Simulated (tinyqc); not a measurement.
Stress from a rosette of three resistors.

Inverse problem. In the (001) plane dR/R(0) = p11 sxx + p12 syy, dR/R(90) = p12 sxx + p11 syy and dR/R(45) = (p11 + p12)(sxx + syy)/2 + p44 sxy. Find the three stresses.

Values chosen for this exercise:
```
symbol  value        unit                     meaning
p11      -101  x 1e-11/Pa  piezoresistive coefficient
p12      51.8  x 1e-11/Pa  piezoresistive coefficient
p44     -14.2  x 1e-11/Pa  piezoresistive coefficient
```

dR/R at 0, 45 and 90 degrees (%): [13.104800, -0.9324, -16.844000]

Solution. The first and third give sxx and syy; the 45-degree value less their mean is p44 sxy.

sxx = -60.0 MPa
syy = 136 MPa
sxy = -66.0 MPa

Program tinyqc, `OMP_NUM_THREADS=1 python tinyqc.py 2530091 2530092 out.jsonl`; Intel Xeon 2.30GHz, shared host, one thread, about 0.01 s.
